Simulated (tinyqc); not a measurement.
Round or elliptic silicon nanowire with anisotropic valleys (Ritz method): one step. Lowest level in this basis. The numbers come from values chosen for the exercise (near those of a Si nanowire).

S:
```
              1         u^2         v^2
1    1.04719755  0.13089969  0.13089969
u^2  0.13089969  0.03926991  0.01308997
v^2  0.13089969  0.01308997  0.03926991
```

H (meV):
```
             1       u^2       v^2
1    47.219542  7.869924  7.869924
u^2   7.869924  9.479042  0.983740
v^2   7.869924  0.983740  4.293324
```

Problem. Solve H p = E S p for the wire level; give E, the ratios p2/p1 and p3/p1, and H11/S11.

Give: E; ratios; one function.

Solution.

E = 42.8 meV

ratios: -0.25  -0.83

one function = 45.1 meV

The two added functions lower the level by 2.3 meV (5.2 %), mostly by narrowing the state along v, the direction in which the stretched ellipse is long.

(tinyqc, `OMP_NUM_THREADS=1 python tinyqc.py 1251513 1251514 out.jsonl`, Intel(R) Xeon(R) Processor @ 2.30GHz, 1 thread, shared host, about 0.02 s.)
